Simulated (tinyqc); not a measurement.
ESD clamp with bipolar snapback, compact model and design window: one step of the calculation.

The drain junction multiplies the current that enters it: Igen = (M - 1)(Ic + I0), M = 1/(1 - (Vj/BV)^n). The generated holes leave through the substrate resistance and the base of the parasitic npn: Igen = Vb/Rb + Ic/be, Ic = Is exp(Vb/Vt). Terminal current I = Ic + I0 + Igen and voltage V = Vj + I Ro, per width. Isothermal, constant gain.

Problem. The snapback curve. For given Vb: Ic, Igen, M = 1 + Igen/(Ic + I0), Vj = BV (1 - 1/M)^(1/n), I and V.

Inputs (values chosen for the exercise); values close to those of grounded-gate n-channel clamps:
```
symbol    value    unit                               meaning
T           300       K                           temperature
BV          8.6       V            junction breakdown voltage
n           4.7                exponent of the multiplication
be          7.8             current gain of the parasitic npn
Is      1.3e-17    A/um                    saturation current
I0      5.2e-11    A/um                      junction leakage
Rb        12000  ohm um                  substrate resistance
Ro          250  ohm um  drain ballast and contact resistance
```

Constants: q = 1.602176634e-19 C, kB = 1.380649e-23 J/K, Vt = kB T/q. Results are converted to the units shown.

Vb, point 0 to 8 (V): 0.05  0.3  0.478  0.538  0.588  0.704  0.81  0.83  0.86

Give: Ic; M; Vj; I; V.

Solution.

```
point  Ic (uA/um)        M  Vj (V)  I (uA/um)  V (V)
0       8.993e-11  8.013e4   8.600      4.167  8.601
1        1.425e-6  4.679e5   8.600      25.00  8.606
2        0.001393  2.757e4   8.600      39.83  8.610
3         0.01419     3149   8.599      44.85  8.611
4         0.09815    500.1   8.596      49.11  8.609
5           8.722    7.854   8.354      68.51  8.372
6           526.4    1.256   6.133      661.4  6.298
7            1141    1.189   5.814       1357  6.153
8            3642    1.148   5.561       4180  6.606
```

V peaks at Vt1 = 8.611 V and falls to Vh = 6.153 V: once the npn supplies current, a small M feeds the base. At high current M tends to 1 + 1/be and Vj to BV (1 + be)^(-1/n) = 5.414 V.

Program tinyqc, `OMP_NUM_THREADS=1 python tinyqc.py 2670101 2670102 out.jsonl`; Intel Xeon 2.30GHz, shared host, one thread, about 0.02 s.
